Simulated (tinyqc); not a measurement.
Doping from resistivity.

Inverse problem. A uniform, uncompensated and fully ionised sample has rho = 1/(q N mu), mu = m1 + (m2 (T/300 K)^(-bt) - m1)/(1 + (N/Nr)^am). Find N, mu and the diffusion coefficient mu Vt.

Values chosen for this exercise: temperature T = 500 K; mobility limit at high doping m1 = 65.8 cm^2/(V s); mobility limit at low doping, at 300 K m2 = 1390 cm^2/(V s); reference doping of the mobility law Nr = 9.35e16 cm^-3; exponent of the mobility law am = 0.695; temperature exponent of m2 bt = 2.1.

Constants: q = 1.602176634e-19 C, kB = 1.380649e-23 J/K, Vt = kB T/q. Results are converted to the units shown.

resistivity = 0.0047976281 ohm cm

Answer. With am below 1 the product N mu rises steadily with N, so one doping matches; it is found by iterating N = 1/(q rho mu(N)).

N = 1.70e19 cm^-3
mu = 76.5 cm^2/(V s)
diffusion coefficient = 3.30 cm^2/s

Program tinyqc, `OMP_NUM_THREADS=1 python tinyqc.py 2110135 2110136 out.jsonl`; Intel Xeon 2.30GHz, shared host, one thread, about 0.02 s.
